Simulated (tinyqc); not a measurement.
Worked calculation: hydrogenic donor in a hard-walled well (variational). Values are carried at full precision from step to step, so a last printed digit may differ when a step is redone from the rounded ones.

Constants: Ry = 13.60569312 eV; a0 (Bohr radius) = 0.5291772105 angstrom; hbar^2/2m0 = 3.80998211 eV angstrom^2; e^2/(4 pi eps0) = 14.39964547 eV angstrom.

Inputs chosen for the exercise (near those of GaAs; the results hold for these values, not for the real material): m = 0.065 m0 (mass); eps = 12.7 (dielectric constant); L = 502 angstrom (well width); zi = 43 angstrom (position of the donor from the centre); lam = 97 angstrom (trial length); lams = (60, 76, 93, 109, 131, 158, 197) angstrom (trial lengths).

## Bulk donor

Ry* = Ry m/eps^2, a* = a0 eps/m, and the subband energy c (pi/L)^2/m with c = hbar^2/2m0.

Ry* = 5.483 meV
a* = 103.39 angstrom
subband energy = 2.30 meV

## One trial length

Trial function cos(pi z/L) exp(-r/lam), r measured from the donor at zi, walls at +/- L/2, one eps everywhere. Counted from the lowest subband, E(lam) = c/(m lam^2) - (q/eps) I0/I1, with I0 the integral of cos^2(pi z/L) exp(-2|z - zi|/lam) over the well and I1 the same with the factor (|z - zi| + lam/2); c = hbar^2/2m0, q = e^2/(4 pi eps0). The binding energy is -E at the minimum.

Evaluate I0, I1 and both terms.

I0 = 78.825 angstrom
I1 = 6820.7 angstrom^2
kinetic term = 6.230 meV
Coulomb term = -13.103 meV
E = -6.874 meV

## Scan and minimum

E for each trial length, then the minimum.

Scan:

| lam (angstrom) | kinetic (meV) | Coulomb (meV) | E (meV) |
|---|---|---|---|
| 60 | 16.282 | -19.959 | -3.677 |
| 76 | 10.148 | -16.162 | -6.014 |
| 93 | 6.777 | -13.579 | -6.802 |
| 109 | 4.934 | -11.887 | -6.953 |
| 131 | 3.416 | -10.229 | -6.813 |
| 158 | 2.348 | -8.807 | -6.459 |
| 197 | 1.510 | -7.407 | -5.896 |

best lam = 109.3 angstrom
binding energy = 6.95 meV
in Ry* = 1.268

At L = 4.86 a* this donor is bound more strongly than in the bulk.

## Checks

- Binding at the centre of a very wide well (200 a*) against Ry*, meV: both 5.48.
- Binding in a very thin well (a*/2000) against 4 Ry*, meV: both 21.9.

Program tinyqc; command `OMP_NUM_THREADS=1 python tinyqc.py 1282756 1282757 out.jsonl`; about 0.02 s on one thread of a shared Intel(R) Xeon(R) Processor @ 2.30GHz.
